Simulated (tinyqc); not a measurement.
Inside a calculation. Model: free and trapped electrons in a MOS channel with a dense trap tail.

Computed by the program tinyqc: `OMP_NUM_THREADS=1 python tinyqc.py 2222029 2222030 out.jsonl`, one thread of a shared Intel Xeon 2.30GHz, about 0.02 s for the whole run. Printed values are rounded.

p-type body, charge-sheet picture, full ionisation (an idealisation for deep acceptors), Boltzmann statistics for free electrons. e = Ec - EF at the surface. Acceptor-like traps of density D(E) = D0 + De exp(-E/Ew) at depth E below Ec, from 0 to Eu, hold n_t = integral of D(E)/(1 + exp((e - E)/Vt)). psi = Eg - Vt ln(Nv/Na) - e; N_dep = sqrt(2 eps0 eps_r Na (psi - Vt)/q); n_f = sqrt(N_dep^2 + 2 eps0 eps_r Vt Nc exp(-e/Vt)/q) - N_dep; Vg = Vfb + psi + q (N_dep + n_t + n_f)/Cox, Cox = eps0 eox/tox.

Values chosen for this exercise; band and dielectric values close to those of 4H silicon carbide:
- T = 475 K (temperature)
- Eg = 3.25 eV (band gap)
- eps_r = 9.86 (relative permittivity)
- Nc = 3.43e19 cm^-3 (conduction-band density of states at T)
- Nv = 4.94e19 cm^-3 (valence-band density of states at T)
- eox = 3.9 (relative permittivity of the insulator)
- tox = 50 nm (insulator thickness)
- Na = 1.5e17 cm^-3 (acceptor density)
- Vfb = -2.76 V (flat-band voltage without trapped charge)
- D0 = 6.8e10 cm^-2 eV^-1 (constant background density of acceptor-like traps)
- De = 5.7e13 cm^-2 eV^-1 (density of the tail at the conduction edge)
- Ew = 0.06 eV (decay energy of the tail)
- Eu = 0.97 eV (depth below Ec down to which the traps reach)
- mf = 190 cm^2/(V s) (mobility of free electrons)
- e = 0.138 eV (Ec - EF at the surface)

Constants: q = 1.602176634e-19 C, kB = 1.380649e-23 J/K, Vt = kB T/q, eps0 = 8.8541878128e-14 F/cm where lengths are in cm. Results are converted to the units shown.

## Trapped charge

Trapezoid rule on 15 equal steps from 0 to Eu, f = 1/(1 + exp((e - E)/Vt)).

```
point     E (eV)  D(E) f (cm^-2 eV^-1)
0              0            1.89470e12
1      0.0646667            2.78158e12
2       0.129333            2.98361e12
3          0.194            1.84545e12
4       0.258667            7.91358e11
5       0.323333            3.24812e11
6          0.388            1.56253e11
7       0.452667            9.81104e10
8       0.517333            7.82560e10
9          0.582            7.14918e10
10      0.646667            6.91886e10
11      0.711333            6.84046e10
12         0.776            6.81377e10
13      0.840667            6.80469e10
14      0.905333            6.80160e10
15          0.97            6.80054e10
```

n_t = 6.76030e11 cm^-2

With 1600 steps n_t = 6.806e11 cm^-2; the coarse value is 0.68 % below it.

## Charges and gate voltage

psi, N_dep, n_f and Vg as defined, with the n_t given; free share n_f/(n_f + n_t); apparent mobility mf n_f/(n_f + n_t); gate voltage spent on traps q n_t/Cox.

psi = 2.87471 V
N_dep = 2.15229e12 cm^-2
n_f = 1.18786e11 cm^-2
Vg = 6.95167 V
free share = 14.9451 %
apparent mobility = 28.3956 cm^2/(V s)
gate voltage spent on traps = 1.56831 V
